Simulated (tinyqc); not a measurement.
Comparisons within one model: ionisation potential and affinity of a slab from the planar-averaged potential. A value that a table varies takes the place of the one given here.

A model of the planar-averaged electrostatic energy of an electron in a periodic cell of N1 periods of A (L1 = N1 n1 h) and N2 periods of vacuum (L2 = N2 n2 h), on z_j = j h: V(z) = f VA + (1 - f) VB + F t(z), VA = V1[0] + V1[1] cos(2 pi z/(n1 h)) + V1[2] cos(4 pi z/(n1 h)), VB the same with V2, n2 and z - L1. f = [tanh(z/w) - tanh((z - L1)/w) + tanh((z - L1 - L2)/w)]/2 + 1/2; t(z) = z - L1/2 in A and (L1/L2)(L1 + L2/2 - z) beyond, so that the cell is periodic.

Running mean over n points, periodic: for odd n the plain mean of the n points centred on j; for even n the n + 1 points with half weight at both ends. The macroscopic average applies the mean over n1 points and then over n2 points.

Inputs chosen for the exercise (gap near that of Si; the results hold for these values, not for the real material): h = 0.3 angstrom (grid step); n1 = 5 (grid points per period of A); n2 = 5 (grid points per period of the vacuum filter); V1 = (-6.46, 2.01, 0.18) eV (mean and two harmonics of the potential in A); V2 = (0, 0, 0) eV (the same in vacuum); w = 0.34 angstrom (width of the interfaces); N1 = 5 (periods of A); N2 = 4 (periods of vacuum); F = 0 eV/angstrom (slope in A from opposite charges on the two interfaces).

## How thick the regions must be

N1 = N2 = N, no slope (F = 0); dV is read at j = floor(N n1/2) and N n1 + floor(N n2/2). The exact value is V2[0] - V1[0].

Results:

| N | L1 (angstrom) | dV (eV) | error (meV) |
|---|---|---|---|
| 1 | 1.50 | 3.0736 | -3386.42 |
| 2 | 3.00 | 6.2236 | -236.36 |
| 3 | 4.50 | 6.4552 | -4.81 |
| 4 | 6.00 | 6.4600 | -0.04 |
| 5 | 7.50 | 6.4600 | 0.00 |
| 6 | 9.00 | 6.4600 | 0.00 |

What can be read from the table?

The error is below 10 meV from N = 3 on. The two windows together span 3.00 angstrom and must fit between the interface tails, which fall as exp(-2 z/w); the errors at N = 2, 3 and 4 are -236.36, -4.81 and -0.04 meV.

## The choice of windows

dV read at j = 12 and 35 after means over the numbers of points listed; ripple is the spread over the five points around each.

Results:

| windows | dV (eV) | ripple in A (meV) | ripple in vacuum (meV) |
|---|---|---|---|
| none | 8.031 | 3761 | 0 |
| 5 only | 6.460 | 0 | 0 |
| 6 only | 6.238 | 484 | 0 |
| 6, 6 | 6.489 | 66 | 3 |
| 5, 5 | 6.460 | 0 | 0 |

Which rows can be used, and how does a wrong window show?

The last row matches both periods and lies 0 meV from the value of a thick cell, V2[0] - V1[0] = 6.460 eV. Against it the raw potential errs by +1.57 eV. Within 20 meV of it lie: 5 only. A window one point too long leaves a ripple of 484 meV in A, against 0 meV in the last row: the ripple is the sign to look for. Rows to use, with under 30 meV of ripple in both regions once the tilt is taken off: 5 only and 5, 5. A row with a large ripple can hit the right value only by chance.

Program tinyqc; command `OMP_NUM_THREADS=1 python tinyqc.py 1850353 1850354 out.jsonl`; about 0.01 s on one thread of a shared Intel(R) Xeon(R) Processor @ 2.30GHz.
